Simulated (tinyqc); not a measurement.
Flattening the wire at fixed area: round or elliptic silicon nanowire with anisotropic valleys (Ritz method).

Wire along x = [110] on a (001) wafer, y = [-110], z = [001]. Valley groups (w = inverse masses): A, two valleys along z: w_y = 1/mt, w_z = 1/ml, m_x = mt; B, four valleys in the wafer plane: w_y = (1/ml + 1/mt)/2, w_z = 1/mt, m_x = (ml + mt)/2.

Hard wall on the ellipse (y/a)^2 + (z/b)^2 = 1, c = hbar^2/2m0. With u = y/a, v = z/b the operator is -c [(w_y/a^2) d2/du2 + (w_z/b^2) d2/dv2] on the unit disc. Basis (1 - u^2 - v^2) u^i v^j; S, X and Y are the disc integrals of f f', (df/du)(df'/du) and (df/dv)(df'/dv), from the integral of u^p v^q = 2 Gamma((p+1)/2) Gamma((q+1)/2)/((p + q + 2) Gamma((p+q+2)/2)) for even p, q; H = c (w_y X/a^2 + w_z Y/b^2).

Converged values use 21 functions of each parity class (e or o in u, then in v).

Constants: hbar^2/2m0 = 3.80998211 eV angstrom^2.

Parameters, chosen for this exercise (near those of a Si nanowire; not measured data):
- ml = 0.916 m0 (longitudinal mass)
- mt = 0.186 m0 (transverse mass)
- asp = (0.4, 0.6, 0.8, 1, 1.3, 1.8, 2.5) (ratios a/b)
- area = 28.3 nm^2 (cross-section, kept fixed)

a = sqrt(area x ratio/pi), b = a/ratio, 1 nm^2 = 100 angstrom^2; lowest level of each group.

Levels (eV):

| a/b | a (angstrom) | b (angstrom) | A | B |
|---|---|---|---|---|
| 0.4 | 19.0 | 47.5 | 0.1580 | 0.1237 |
| 0.6 | 23.2 | 38.7 | 0.1123 | 0.1052 |
| 0.8 | 26.8 | 33.6 | 0.0902 | 0.1020 |
| 1.0 | 30.0 | 30.0 | 0.0777 | 0.1051 |
| 1.3 | 34.2 | 26.3 | 0.0674 | 0.1151 |
| 1.8 | 40.3 | 22.4 | 0.0605 | 0.1376 |
| 2.5 | 47.5 | 19.0 | 0.0597 | 0.1736 |

Each group is lowest where its stretched ellipse is a circle, at a/b = sqrt(w_y/w_z): 2.22 for A and 0.78 for B. The lowest group is B in the first row and A in the last, crossing between a/b = 0.6 and 0.8; B - A is -34 meV in the first row and +114 meV in the last.

Run: tinyqc, `OMP_NUM_THREADS=1 python tinyqc.py 1251958 1251959 out.jsonl`; Intel(R) Xeon(R) Processor @ 2.30GHz, one thread, shared host; about 0.04 s of CPU time with all checks.
